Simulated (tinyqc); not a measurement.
Long-channel MOSFET, surface-potential model: one step of the calculation.

n-channel transistor on a uniformly doped p-type body, gradual-channel approximation, constant mobility, Boltzmann statistics, full ionisation. Potentials are counted from the neutral body; V is the electron quasi-Fermi potential, Vsb at the source and Vsb + Vds at the drain. Charges are magnitudes per area.

Task. Surface potential at the source by Newton steps. With V = Vsb: G = psi - Vt + Vt e, e = exp((psi - 2 phiF - Vsb)/Vt); f = Vgs + Vsb - Vfb - psi - gamma sqrt(G); f' = -1 - gamma (1 + e)/(2 sqrt(G)); psi(new) = psi - f/f'.

Parameters, values chosen for the exercise; material values close to those of silicon:
```
symbol,value,unit,meaning
T,300,K,temperature
Vfb,-0.6,V,flat-band voltage
Vsb,0,V,source-body reverse bias
Vgs,1.96,V,gate-source voltage
```

Constants: q = 1.602176634e-19 C, kB = 1.380649e-23 J/K, Vt = kB T/q. Results are converted to the units shown.

psi at the start (the smaller of 2 phiF + Vsb + 4 Vt and the root without inversion charge) = 1.0524400 V
phiF = 0.47451579 V
gamma = 0.92515654 V^0.5

Find: G; f; f'; psi after iteration 1.

Result.

G = 2.438 V
f = 0.06299 V
f' = -17.47
psi after iteration 1 = 1.056 V

tinyqc, about 0.07 s, one thread, Intel Xeon 2.30GHz (shared host): `OMP_NUM_THREADS=1 python tinyqc.py 2360128 2360129 out.jsonl`
